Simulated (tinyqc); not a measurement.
n-type polysilicon, carrier trapping at grain boundaries: one step of the calculation.

One-dimensional grains of size Lg, uniform ionised doping N, monovalent traps Qt at each boundary at a depth Et below (for electrons) or above (for holes) the band edge there, abrupt depletion of width W on each side of a boundary, Boltzmann statistics. xi is the distance from the band edge at the grain centre to the Fermi level. Trapped charge Qt/(1 + exp((xi + VB - Et)/Vt)) = 2 N W, barrier VB = q N W^2/(2 eps0 eps_r).

Task. New W. Partly depleted grain, xi = Vt ln(NB/N): f = 1/(1 + exp((xi + VB - Et)/Vt)), g = Qt f - 2 N W, g' = -2 Qt f (1 - f) VB/(W Vt) - 2 N, W(new) = W - g/g'.

Inputs (values chosen for the exercise); values of the order met in polycrystalline silicon:

| symbol | value | unit | meaning |
|---|---|---|---|
| T | 250 | K | temperature |
| eps_r | 11.7 |  | relative permittivity |
| NB | 2.13e19 | cm^-3 | conduction-band density of states at T |
| Qt | 4.9e12 | cm^-2 | trap density of a grain boundary |
| Et | 0.46 | eV | depth of the trap level from the majority band edge at the boundary |
| N | 1.5e18 | cm^-3 | doping |

Constants: q = 1.602176634e-19 C, kB = 1.380649e-23 J/K, Vt = kB T/q, eps0 = 8.8541878128e-14 F/cm where lengths are in cm. Results are converted to the units shown.

W after iteration 1 = 16.327074 nm

Give: VB; f; g; g'; W after iteration 2.

Result.

VB = 0.3092 V
f = 0.9872
g = -6.080e10 cm^-2
g' = -4.088e11 cm^-2/nm
W after iteration 2 = 16.18 nm

Computed by the program tinyqc: `OMP_NUM_THREADS=1 python tinyqc.py 2830142 2830143 out.jsonl`, one thread of a shared Intel Xeon 2.30GHz, about 0.01 s for the whole run.
